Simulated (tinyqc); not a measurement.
Avalanche multiplication and breakdown of a junction from ionisation integrals: one step, computed by the program tinyqc.

Ionisation coefficients follow the local field. Position x runs through the depletion layer from the p side (x = 0), where electrons enter, to the n side (x = w), where holes enter. The built-in voltage is neglected.

Problem. Multiplication and noise. M_n = 1/(1 - I_n), M_p = M_n exp(-Phi(w)); McIntyre excess noise for the carrier with the larger M, F_x = k M + (1 - k)(2 - 1/M), with k = (smaller M - 1)/(larger M - 1).

Junction: punch-through p+ n- n+.

Every 50th point:

| x (micrometre) | F (MV/cm) | alpha_n (1/cm) | alpha_p (1/cm) | Phi | I_n up to x |
|---|---|---|---|---|---|
| 0.000000 | 0.7023583 | 90883.99 | 92798.39 | 0.000000000 | 0.0000000 |
| 0.008875 | 0.6977522 | 90171.19 | 91839.02 | -0.001589629 | 0.0804091 |
| 0.017750 | 0.6931460 | 89450.83 | 90871.96 | -0.002960367 | 0.1602998 |
| 0.026625 | 0.6885398 | 88722.86 | 89897.20 | -0.004112111 | 0.2396464 |
| 0.035500 | 0.6839336 | 87987.21 | 88914.76 | -0.005044822 | 0.3184233 |
| 0.044375 | 0.6793274 | 87243.84 | 87924.67 | -0.005758530 | 0.3966052 |
| 0.053250 | 0.6747212 | 86492.68 | 86926.94 | -0.006253333 | 0.4741672 |
| 0.062125 | 0.6701150 | 85733.68 | 85921.61 | -0.006529404 | 0.5510847 |
| 0.071000 | 0.6655088 | 84966.79 | 84908.70 | -0.006586992 | 0.6273334 |

Give: M_n; M_p; effective k; excess noise factor.

Solution.

M_n = 2.683

M_p = 2.701

effective k = 0.9896

excess noise factor = 2.690

Injecting holes gives the larger gain and, at equal gain, the lower noise. Caution: in a layer this thin the dead space before a carrier can ionise, and tunnelling, make the local model unreliable.
